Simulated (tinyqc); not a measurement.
Rectangular fin or nanosheet with a gate all round, subbands and threshold shift from confinement: two steps of the calculation.

Undoped body with a flat potential across it, hard walls, transport along x. Three valley pairs (g = 2 each) with the longitudinal mass along x, y or z. Non-parabolicity enters the subband edges through E (1 + al E) = gamma, so E = 2 gamma/(1 + sqrt(1 + 4 al gamma)); motion within a subband is taken as parabolic with the band-edge mass. Energies are counted from the bulk band edge.

Parameters, values chosen for the exercise; masses close to those of silicon: temperature T = 200 K; longitudinal mass ml = 0.907 m0; transverse mass mt = 0.193 m0; non-parabolicity al = 0 1/eV; width (along y) t = 2.1 nm; widening of the box by penetration into the insulator dl = 0 nm; height (along z) H = 2.1 nm.

Constants: q = 1.602176634e-19 C, kB = 1.380649e-23 J/K, hbar = 1.054571817e-34 J s, m0 = 9.1093837015e-31 kg, Vt = kB T/q, hbar^2/(2 m0) = 0.0380998212 eV nm^2. Results are converted to the units shown.

Problem 1. Lowest subbands. gamma = C pi^2 [a^2/(my (t + dl)^2) + b^2/(mz (H + dl)^2)], C = hbar^2/(2 m0). List the 5 lowest, labelled by valley axis and quantum numbers, with degeneracy g and N_k: N_k = g sqrt(2 mx m0 kB T/(pi hbar^2)).

Wanted: E_k; g; N_k.

Solution 1.

```
subband,E_k (eV),g,N_k (cm^-1)
"y1,1",0.5358,2,3.334e6
"z1,1",0.5358,2,3.334e6
"y2,1",0.8178,2,3.334e6
"z1,2",0.8178,2,3.334e6
"x1,1",0.8836,2,7.228e6
```

Problem 2. Threshold shift. Each subband has N_k = g sqrt(2 mx m0 kB T/(pi hbar^2)); without degeneracy n = exp(EF/Vt) sum N_k exp(-E_k/Vt). Classical value Nc times t H, Nc = sum over valleys of 2 g (m m0 kB T/(2 pi hbar^2))^1.5 with m = (mx my mz)^(1/3). Threshold shift dVT = Vt ln(classical value/sum N_k exp(-E_k/Vt)). Use the subbands listed.

```
subband,E_k (eV),N_k (cm^-1)
"y1,1",0.53581169,3.3340621e6
"z1,1",0.53581169,3.3340621e6
"y2,1",0.81784347,3.3340621e6
"z1,2",0.81784347,3.3340621e6
"x1,1",0.88360218,7.2276760e6
```

Give: shares; sum N_k exp(-E_k/Vt); Nc; classical value; dVT.

Solution 2.

shares, subband y1,1 to x1,1 (%): [50.00, 50.00, 0.00, 0.00, 0.00]
sum N_k exp(-E_k/Vt) = 2.100e-7 cm^-1
Nc = 1.506e19 cm^-3
classical value = 6.643e5 cm^-1
dVT = 496.1 mV

Computed by the program tinyqc: `OMP_NUM_THREADS=1 python tinyqc.py 2350167 2350168 out.jsonl`, one thread of a shared Intel Xeon 2.30GHz, about 0.2 s for the whole run.
